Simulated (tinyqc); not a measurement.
Inside a calculation. Method: Hubbard ring of 5 sites. Computed by tinyqc, a small Python program that keeps every step. Settings: hopping = 1.77, U = 1.6, mixing = 1, iteration cap = 76. Command: `OMP_NUM_THREADS=1 python tinyqc.py 31420 31421 out.jsonl` (the two numbers bound the seeds that draw the settings). One thread of a shared host (Intel(R) Xeon(R) Processor @ 2.60GHz), about 0.2 s of CPU time with the checks. Later iterations appear only in the table of the cycle.

## Mean-field iteration 1

one-body matrix (hopping and site energies) (eV):
```
           1          2          3          4          5
1   0.910000  -1.770000   0.000000   0.000000  -1.770000
2  -1.770000  -0.690000  -1.770000   0.000000   0.000000
3   0.000000  -1.770000   0.030000  -1.770000   0.000000
4   0.000000   0.000000  -1.770000  -0.340000  -1.770000
5  -1.770000   0.000000   0.000000  -1.770000   0.820000
```

U = 1.600000 eV

electrons, up and down: 2  2

mixing = 1

n(up) at the start (a guess, not normalised): 1 0.850000, 2 0.000000, 3 0.850000, 4 0.000000, 5 0.850000

n(down) at the start (a guess): 1 0.000000, 2 0.850000, 3 0.000000, 4 0.850000, 5 0.000000

H(up) = T + U n(down), H(down) = T + U n(up); fill the lowest levels; n(new) = n + mixing (n(out) - n); E = tr T (rho up + rho down) + U sum n_up n_down of the output.

levels, up (eV): -2.889092  -0.567987  -0.240001  3.411886  3.735194

levels, down (eV): -2.914912  -1.121114  0.742255  3.496013  4.607758

energy = -7.793197 eV

n(up) after iteration 1: 1 0.402674, 2 0.249354, 3 0.669797, 4 0.178644, 5 0.499531

n(down) after iteration 1: 1 0.128755, 2 0.772744, 3 0.209955, 4 0.737825, 5 0.150722

## Mean-field iteration 2

As before.

levels, up (eV): -2.787651  -0.333846  -0.270681  3.465409  3.856768

levels, down (eV): -2.899227  -0.904627  0.229474  3.410362  4.094018

energy = -7.920589 eV

n(up) after iteration 2: 1 0.189345, 2 0.482910, 3 0.457227, 4 0.300693, 5 0.569825

n(down) after iteration 2: 1 0.184731, 2 0.712935, 3 0.215753, 4 0.689806, 5 0.196775

## Convergence

Each step fills the lowest levels of T + U n(other spin) and sets n(new) = n + mixing (n(out) - n); stop when output and input agree to 1e-8.

Course of the cycle:

| iteration | E (eV) | largest \|n(out) - n(in)\| | mean \|n_up - n_down\| |
|---|---|---|---|
| 1 | -7.79319677 | 4.47e-01 | 0.433028 |
| 2 | -7.92058858 | 2.34e-01 | 0.247655 |
| 3 | -8.00056838 | 2.08e-01 | 0.112553 |
| 4 | -8.01845434 | 4.50e-02 | 0.108239 |
| 5 | -8.02094906 | 4.91e-02 | 0.094265 |
| 6 | -8.02158572 | 1.71e-02 | 0.089892 |
| 7 | -8.02183822 | 1.86e-02 | 0.084316 |
| 8 | -8.02196503 | 9.50e-03 | 0.081539 |
| 9 | -8.02203523 | 9.99e-03 | 0.078494 |
| 10 | -8.02207633 | 5.74e-03 | 0.076789 |
| 11 | -8.02210147 | 6.11e-03 | 0.074928 |
| ... | ... | ... | ... |
| 66 | -8.02214886 | 4.30e-07 | 0.067515 |
| 67 | -8.02214886 | 4.72e-07 | 0.067515 |
| 68 | -8.02214886 | 3.11e-07 | 0.067515 |
| 69 | -8.02214886 | 3.41e-07 | 0.067515 |
| 70 | -8.02214886 | 2.24e-07 | 0.067515 |
| 71 | -8.02214886 | 2.46e-07 | 0.067515 |
| 72 | -8.02214886 | 1.62e-07 | 0.067515 |
| 73 | -8.02214886 | 1.78e-07 | 0.067515 |
| 74 | -8.02214886 | 1.17e-07 | 0.067515 |
| 75 | -8.02214886 | 1.28e-07 | 0.067515 |
| 76 | -8.02214886 | 8.45e-08 | 0.067515 |

Not converged within 76 iterations: the residual falls in a zigzag, on average by a factor of about 0.85 a step. The lowest mean-field energy found from random starts is -8.02215 eV. Reruns (cap 100 unless said): mixing 0.2: not converged; mixing 0.5: not converged; mixing 0.9: converged in 94 (E = -8.02215); the original settings with a cap of 400: converged in 90 (E = -8.02215).

## Exact diagonalisation (100 states)

Lowest levels of the sector, and the double occupancy of the lowest state.

lowest levels (eV): -8.122674  -7.985729  -7.842351  -6.941805  -5.804417  -5.299141

double occupancy per site = 0.166747

## The lowest level by Lanczos steps

From a random start vector (not printed): a_j = <q_j|H|q_j>, b_j = norm of the remainder after orthogonalising; the Ritz value is the lowest eigenvalue of the tridiagonal matrix of a and b so far.

Lanczos:

| j | a_j (eV) | b_j (eV) | lowest Ritz value (eV) |
|---|---|---|---|
| 1 | 1.588872 | 5.577767 | 1.58887165 |
| 2 | 3.903986 | 6.150463 | -2.95018580 |
| 3 | 3.781774 | 6.352085 | -5.05706360 |
| 4 | 2.160114 | 5.462309 | -6.55180825 |
| 5 | 1.324566 | 4.779180 | -7.46434326 |
| 6 | 1.578516 | 4.368749 | -7.86414292 |
| 7 | 1.023029 | 4.205464 | -8.01358844 |
| 8 | 2.585218 | 4.945280 | -8.05991131 |
| 9 | 2.521789 | 4.849315 | -8.07776231 |
| 10 | 0.665797 | 5.096223 | -8.08729649 |
